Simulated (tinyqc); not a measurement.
Self-heating of a transistor with one or more fingers, with temperature-dependent conductivity: one step, computed by the program tinyqc. Command: `OMP_NUM_THREADS=1 python tinyqc.py 3008147 3008148 out.jsonl selfheat walk`. One thread of a shared host (Intel(R) Xeon(R) Processor @ 2.30GHz), about 0.05 s of CPU time with the checks.

N long parallel fingers lie on the top face of a slab whose bottom is held at T_0; the top is otherwise insulated, and heat flows in two dimensions. P in W/mm is 1000 P in W/m.

Problem. Extra rise from ballistic phonons. Near a source smaller than the free path, Fourier's law overstates the flow. Rough estimate: a strip that emits phonons into a half space adds a resistance times area of 4 Lambda/(3 kappa_0), from the ballistic flux C v Delta T/4 with kappa_0 = C v Lambda/3, so Delta T_b = 4 Lambda P/(3 kappa_0 w); Knudsen number Lambda/w.

Inputs (values chosen for the exercise, modelled on diamond): conductivity at the base temperature kappa_0 = 1790 W/(m K); power per gate width P = 17 W/mm; width of the heat source w = 0.67 micrometre; phonon free path Lambda = 450 nm.

Power: power rises with temperature.

largest theta = 38.57339 K

Give: Knudsen number; ballistic rise Delta T_b; Delta T_b / largest theta.

Solution.

Knudsen number = 0.6716

ballistic rise Delta T_b = 8.505 K

Delta T_b / largest theta = 0.2205

The ballistic term is a large share: this rough estimate calls for a transport calculation. Caution: the source is narrower than two phonon free paths, so the Fourier result understates the rise at the source.
